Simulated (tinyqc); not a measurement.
Starting guesses with plain Roothaan steps: SCF starting guesses in the cc-pvdz basis, for He, spin multiplicity 1. Computed by the program tinyqc with PySCF. 

Geometry (angstrom):
```
atom       x       y       z
He    0.0000  0.0000  0.0000
```

lowest restricted solution found by these runs and by PySCF = -2.855160 hartree

RHF with one setting changed at a time; a run stops when the energy changes by less than 1e-09 hartree and the error matrix is below 1e-5. Starts: the lowest orbitals of the core Hamiltonian, of the Wolfsberg-Helmholz matrix (K = 1.75), projected atomic densities, random orbitals, and the highest orbitals of the core Hamiltonian (a deliberately bad start).

Largest element of the error matrix X^T (FDS - SDF) X:
```
iteration     core  Wolfsberg-Helmholz  atomic densities   random  highest core orbitals
1          6.7e-01             4.7e-01           9.7e-03  1.6e+00                0.0e+00
2          5.7e-02             3.8e-02           7.3e-04  2.9e-01                3.1e-01
3          4.3e-03             2.9e-03           5.6e-05  3.5e-02                2.3e-02
4          3.3e-04             2.2e-04           4.2e-06  4.2e-03                1.7e-03
5          2.5e-05             1.6e-05                 -  5.0e-04                1.3e-04
6          1.9e-06             1.2e-06                 -  6.0e-05                9.9e-06
8                -                   -                 -  8.6e-07                      -
```

How each run ends:
```
run                    iterations  E (hartree)         state
core                            6    -2.855160  lowest found
Wolfsberg-Helmholz              6    -2.855160  lowest found
atomic densities                4    -2.855160  lowest found
random                          8    -2.855160  lowest found
highest core orbitals           7    -2.855160  lowest found
```

5 of 5 runs reach the lowest restricted solution found, in 4 to 8 iterations (fastest: atomic densities). The first errors are 7e-01, 5e-01, 1e-02, 2e+00, 0e+00; the deliberately bad start has the smallest one, so a small first error does not mark a good start.
